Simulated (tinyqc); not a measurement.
Plane-wave Kohn-Sham cycle with exchange-only LDA in a layered model solid, step by step. Computed by tinyqc, a small Python program that keeps every step. Settings: points = 16, plane-wave index or count = 2, electrons = 2, k points = 2, area = 14.0, mixing = 0.3, iteration cap = 69, Kerker q0 = 0.76. Command: `OMP_NUM_THREADS=1 python tinyqc.py 27897 27898 out.jsonl` (the two numbers bound the seeds that draw the settings). One thread of a shared host (Intel(R) Xeon(R) Processor @ 2.60GHz), about 0.02 s of CPU time with the checks. Later iterations appear only in the table of the cycle.

## Iteration 1: potential

A solid whose potential varies along x alone (atomic units):
```
parameter                      value
period a                   16.200000
cross-section of the cell  14.000000
electrons per cell                 2
grid points                       16
plane waves -n..n, n               2
k points                           2
V1 in V1 cos(2 pi x/a)     -0.660000
```

density at the start, on the grid x_j = j a/N (e/bohr^3): 0.00881834  0.00881834  0.00881834  0.00881834  0.00881834  0.00881834  0.00881834  0.00881834  0.00881834  0.00881834  0.00881834  0.00881834  0.00881834  0.00881834  0.00881834  0.00881834

V_H(G) = 4 pi rho(G)/G^2 for G != 0 (uniform background); v_x = -(3 rho/pi)^(1/3); V = V_ext + V_H + v_x; Fourier components f(G_m) = (1/N) sum_j f(x_j) exp(-i G_m x_j).

Potentials on the grid (hartree):
```
x              V_ext       V_H        v_x          V
0.000000   -0.660000  0.000000  -0.203448  -0.863448
1.012500   -0.609760  0.000000  -0.203448  -0.813208
2.025000   -0.466690  0.000000  -0.203448  -0.670138
3.037500   -0.252571  0.000000  -0.203448  -0.456019
4.050000           0  0.000000  -0.203448  -0.203448
5.062500    0.252571  0.000000  -0.203448   0.049123
6.075000    0.466690  0.000000  -0.203448   0.263243
7.087500    0.609760  0.000000  -0.203448   0.406313
8.100000    0.660000  0.000000  -0.203448   0.456552
9.112500    0.609760  0.000000  -0.203448   0.406313
10.125000   0.466690  0.000000  -0.203448   0.263243
11.137500   0.252571  0.000000  -0.203448   0.049123
12.150000          0  0.000000  -0.203448  -0.203448
13.162500  -0.252571  0.000000  -0.203448  -0.456019
14.175000  -0.466690  0.000000  -0.203448  -0.670138
15.187500  -0.609760  0.000000  -0.203448  -0.813208
```

V(G_m), m = 0, 1, 2, ... (hartree): -0.203448  -0.330000  0.000000  0.000000  0.000000

## Iteration 1: Hamiltonian at one k

k = 0.250000 2 pi / a

H(m,m') = (k + G_m)^2/2 delta + V(G_m - G_m'), with V(-G) = V(G).

H (hartree), lower triangle:
```
           -2         -1         +0         +1        +2
-2   0.026896
-1  -0.330000  -0.161140
+0   0.000000  -0.330000  -0.198747
+1   0.000000   0.000000  -0.330000  -0.085926
+2   0.000000   0.000000   0.000000  -0.330000  0.177324
```

## Iteration 1: levels at that k

Diagonalise the Hermitian matrix.

eigenvalues (hartree): -0.700391  -0.360788  -0.005912  0.326890  0.498607

## Iteration 1: new density

Motion across x is left out: the lowest 1 band(s) hold two electrons at each of the k points (j + 1/2)/nk - 1/2. Residual R = rho(out) - rho(in); rho(new) = rho(in) + 0.3 R, with R(G) scaled by G^2/(G^2 + 0.76^2) (Kerker). rho(out) = 2/(a A nk) sum |psi|^2 with psi = sum c exp(i G x). Harris energy E = band energy - dV sum rho (V_H/2 + v_x) + (3/4) dV sum rho v_x with rho(in), dV = a A/N, band energy = (2/nk) sum of the filled levels.

rho(out) (e/bohr^3): 0.03690437  0.03026828  0.01617567  0.00497354  0.00059904  0.00002106  0.00002101  0.00001048  0.00005092  0.00001048  0.00002101  0.00002106  0.00059904  0.00497354  0.01617567  0.03026828

density after iteration 1 (e/bohr^3): 0.01202239  0.01092242  0.00877763  0.00752451  0.00762423  0.00817709  0.00851066  0.00864935  0.00869931  0.00864935  0.00851066  0.00817709  0.00762423  0.00752451  0.00877763  0.01092242

energy per cell = -1.29905792 hartree

## Iteration 2: potential

As before.

Potentials on the grid (hartree):
```
x              V_ext        V_H        v_x          V
0.000000   -0.660000   0.113606  -0.225590  -0.771985
1.012500   -0.609760   0.094224  -0.218489  -0.734026
2.025000   -0.466690   0.048906  -0.203134  -0.620919
3.037500   -0.252571   0.003054  -0.192967  -0.442484
4.050000           0  -0.027667  -0.193816  -0.221483
5.062500    0.252571  -0.043467  -0.198392   0.010712
6.075000    0.466690  -0.050725  -0.201053   0.214912
7.087500    0.609760  -0.053811  -0.202140   0.353810
8.100000    0.660000  -0.054634  -0.202528   0.402838
9.112500    0.609760  -0.053811  -0.202140   0.353810
10.125000   0.466690  -0.050725  -0.201053   0.214912
11.137500   0.252571  -0.043467  -0.198392   0.010712
12.150000          0  -0.027667  -0.193816  -0.221483
13.162500  -0.252571   0.003054  -0.192967  -0.442484
14.175000  -0.466690   0.048906  -0.203134  -0.620919
15.187500  -0.609760   0.094224  -0.218489  -0.734026
```

V(G_m), m = 0, 1, 2, ... (hartree): -0.203006  -0.294612  0.009171  0.000751  -0.000006

## Iteration 2: Hamiltonian at one k

k = 0.250000 2 pi / a

As before.

H (hartree), lower triangle:
```
           -2         -1         +0         +1        +2
-2   0.027337
-1  -0.294612  -0.160698
+0   0.009171  -0.294612  -0.198305
+1   0.000751   0.009171  -0.294612  -0.085484
+2  -0.000006   0.000751   0.009171  -0.294612  0.177765
```

## Iteration 2: levels at that k

As before.

eigenvalues (hartree): -0.630845  -0.334255  -0.017759  0.290204  0.453269

## Iteration 2: new density

As before.

rho(out) (e/bohr^3): 0.03609971  0.02983615  0.01639105  0.00540229  0.00080399  0.00002664  0.00000997  0.00000829  0.00003702  0.00000829  0.00000997  0.00002664  0.00080399  0.00540229  0.01639105  0.02983615

density after iteration 2 (e/bohr^3): 0.01462522  0.01270382  0.00890886  0.00658431  0.00661970  0.00754489  0.00816476  0.00844035  0.00853487  0.00844035  0.00816476  0.00754489  0.00661970  0.00658431  0.00890886  0.01270382

energy per cell = -1.16606855 hartree

## Convergence

Stop when sqrt(dV sum R^2) is below 1e-8, dV = a A/N.

Course of the cycle:
```
iteration  E (hartree)  norm of the residual
1          -1.29905792              1.89e-01
2          -1.16606855              1.69e-01
3          -1.05364723              1.51e-01
4          -0.95973529              1.35e-01
5          -0.88209796              1.21e-01
6          -0.81869042              1.08e-01
7          -0.76767103              9.57e-02
8          -0.72732979              8.48e-02
9          -0.69602335              7.51e-02
10         -0.67215863              6.66e-02
11         -0.65423468              5.92e-02
...                ...                   ...
59         -0.60658448              1.06e-05
60         -0.60658448              8.82e-06
61         -0.60658448              7.31e-06
62         -0.60658448              6.07e-06
63         -0.60658448              5.03e-06
64         -0.60658448              4.17e-06
65         -0.60658448              3.46e-06
66         -0.60658448              2.87e-06
67         -0.60658448              2.38e-06
68         -0.60658448              1.98e-06
69         -0.60658448              1.64e-06
```

Not converged within 69 iterations: the residual falls steadily but slowly, by a factor of about 0.83 a step. Reruns (cap 100 unless said): mixing 0.1: not converged; mixing 0.5, Kerker q0 1.0: converged in 82 (E = -0.60658); mixing 0.3, Pulay depth 5: converged in 27 (E = -0.60658); the original settings with a cap of 400: converged in 97 (E = -0.60658).
